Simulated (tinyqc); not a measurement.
Global model of a low-pressure process discharge: electron temperature, density, ion flux and ion energy: one step, computed by the program tinyqc. Command: `OMP_NUM_THREADS=1 python tinyqc.py 3110672 3110673 out.jsonl plasma walk`. One thread of a shared host (Intel(R) Xeon(R) Processor @ 2.30GHz), about 0.01 s of CPU time with the checks.

Maxwellian electrons with temperature T_e in eV, one positive ion, no negative ions, uniform bulk density n; rate constants have the Arrhenius form.

Question. Geometry factors. n_g = p/(k_B T_g); lambda_i = 1/(n_g sigma); h_L = 0.86/sqrt(3 + L/(2 lambda_i)), h_R = 0.8/sqrt(4 + R/lambda_i); A_eff = 2 pi R^2 h_L + 2 pi R L h_R; d_eff = pi R^2 L/A_eff.

Inputs (values chosen for the exercise, of the order of those of an inductive discharge in a simple atomic gas):

| quantity | value | unit |
|---|---|---|
| ion-neutral cross section | 1.2e-18 | m^2 |
| pressure p | 2.7 | Pa |
| gas temperature T_g | 600 | K |
| radius R | 12 | cm |
| height L | 13 | cm |

Constants: k_B = 1.380649e-23 J/K.

Give: gas density n_g; ion mean free path; h_L; h_R; A_eff; d_eff.

Answer.

gas density n_g = 3.259e+20 1/m^3

ion mean free path = 0.2557 cm

h_L = 0.1613

h_R = 0.1121

A_eff = 255.8 cm^2

d_eff = 22.99 cm
